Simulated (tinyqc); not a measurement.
What moves the results: eight-band Kane k.p model. A value that a table varies takes the place of the one given here.

Eight-band Kane model, basis S, X, Y, Z times spin, zero of energy at the top of the unstrained valence band, c = hbar^2/2m0. Within each spin: H_SS = Eg + A c k^2, H_SX = i P kx (likewise Y, Z), H_XX = -Dso/3 + L kx^2 + M (ky^2 + kz^2), H_XY = N kx ky, and cyclic. Spin-orbit term (Dso/3) L.sigma on X, Y, Z with (L_k)_ij = -i epsilon_kij: <X+|H|Y+> = -i Dso/3, <X+|H|Z-> = Dso/3, <Y+|H|Z-> = -i Dso/3, <Z+|H|X-> = -Dso/3, <Z+|H|Y-> = i Dso/3, <X-|H|Y-> = i Dso/3, and their conjugates; + and - are the spin along z. Terms from inversion asymmetry are left out, so every level is twofold.

P = sqrt(Ep c); A = 1/me - Ep (Eg + 2 Dso/3)/(Eg (Eg + Dso)) keeps the electron mass; g1' = g1 - Ep/(3 Eg), g2' = g2 - Ep/(6 Eg), g3' = g3 - Ep/(6 Eg) remove the coupling to S that the Luttinger values already hold; L = -c (g1' + 4 g2'), M = -c (g1' - 2 g2'), N = -6 c g3'.

Constants: hbar^2/2m0 = 3.80998211 eV angstrom^2.

Parameters, chosen for this exercise (near those of Ge; shifted at random, so the results belong to these values and not to a real crystal): Eg = 0.924 eV (gap at Gamma to the s-like level); Dso = 0.289 eV (spin-orbit splitting); Ep = 26.9 eV (Kane energy); me = 0.039 m0 (electron mass at Gamma); g1 = 13.36 (Luttinger gamma1); g2 = 4.27 (gamma2); g3 = 5.72 (gamma3); kmax = 0.1 1/angstrom (end of the path).

## Non-parabolicity of the conduction band

Unstrained, along [111], six points up to kmax. Parabolic: E = c k^2/me. Two-band form: E (1 + alpha E) = c k^2/me with alpha = (1 - me)^2/Eg. The column alpha(k) solves that form for alpha with the eight-band energy. Energies from the conduction edge.

Energies:
```
|k| (1/angstrom),parabolic (eV),two-band (eV),eight-band (eV),alpha(k) (1/eV),parabolic / eight-band
0.0167,0.0271,0.0264,0.0262,1.360,1.036
0.0333,0.1085,0.0988,0.0958,1.393,1.133
0.0500,0.2442,0.2030,0.1914,1.442,1.276
0.0667,0.4342,0.3272,0.2994,1.503,1.450
0.0833,0.6784,0.4636,0.4117,1.574,1.648
0.1000,0.9769,0.6077,0.5237,1.652,1.865
```

alpha = 0.999 1/eV

At the last point the parabola lies a factor 1.87 above the eight-band value, and the two-band form 84.0 meV above it. The parabola stays within 5 % up to |k| = 0.0167 1/angstrom of the points listed. alpha(k) goes from 1.360 to 1.652 1/eV, a spread of 21.5 % over this range; the simple rule gives 0.999, 26 % below the first value, as it knows neither Dso nor the remote terms.

## Four, six or eight bands for the holes

Unstrained, along [001]. Six bands: the X, Y, Z block alone with the full g1, g2, g3 in L, M, N. Four bands: the same with Dso sent to infinity. HH, LH and SO name the pairs from the top.

Valence levels (eV):
```
|k| (1/angstrom),HH 4,HH 6,HH 8,LH 4,LH 6,LH 8,SO 6,SO 8
0.0167,-0.0051,-0.0051,-0.0051,-0.0232,-0.0226,-0.0222,-0.3037,-0.3009
0.0333,-0.0204,-0.0204,-0.0204,-0.0927,-0.0828,-0.0784,-0.3555,-0.3394
0.0500,-0.0459,-0.0459,-0.0459,-0.2086,-0.1575,-0.1473,-0.4674,-0.4105
0.0667,-0.0816,-0.0816,-0.0816,-0.3708,-0.2262,-0.2146,-0.6599,-0.5162
0.0833,-0.1275,-0.1275,-0.1275,-0.5794,-0.2899,-0.2797,-0.9321,-0.6492
0.1000,-0.1836,-0.1836,-0.1836,-0.8344,-0.3557,-0.3471,-1.2767,-0.8006
```

At |k| = 0.1000 the heavy holes of the three models span 0.0 meV and the light holes 487.3 meV. The split-off band moves the light hole by +478.7 meV and treating the conduction band exactly moves it by +8.6 meV more; the split-off band matters more here, where the four-band light-hole energy is 2.89 times Dso and 0.90 times Eg. The four-band light hole has even passed below -Dso = -0.289 eV, where that model has no meaning.

## What each parameter does

Unstrained; levels at |k| = kmax along [111], all derived values formed anew. Each row changes one parameter from the base and keeps the others.

Results:
```
case,conduction (eV),heavy hole (eV),light hole (eV),split-off (eV)
base,1.4477,-0.0732,-0.2478,-0.9538
Eg = 0.8316 eV,1.3355,-0.0732,-0.2489,-0.9150
Dso = 0.3179 eV,1.4509,-0.0732,-0.2628,-0.9644
Ep = 29.59 eV,1.4445,-0.0732,-0.2490,-0.9406
me = 0.0351 m0,1.5310,-0.0732,-0.2463,-0.9301
g1 = 14.696,1.4357,-0.1241,-0.2980,-0.9934
g2 = 3.843,1.4477,-0.0732,-0.2478,-0.9538
g3 = 6.292,1.4275,-0.0296,-0.2067,-1.0183
```

The largest shifts from the base row, up to three for each result and ties (the steps differ in size, so this ranks the rows, not the parameters). conduction (eV): Eg -0.1122, me +0.0833, g3 -0.0202; unchanged at the printed digits by g2. heavy hole (eV): g1 -0.0509, g3 +0.0436; unchanged at the printed digits by Eg, Dso, Ep, me and g2. light hole (eV): g1 -0.0502, g3 +0.0411, Dso -0.0150; unchanged at the printed digits by g2. split-off (eV): g3 -0.0645, g1 -0.0396, Eg +0.0388; unchanged at the printed digits by g2. Along [111] the heavy hole follows g1 - 2 g3 alone.

tinyqc: `OMP_NUM_THREADS=1 python tinyqc.py 1081112 1081113 out.jsonl`; about 0.01 s, one thread, shared Intel(R) Xeon(R) Processor @ 2.30GHz.
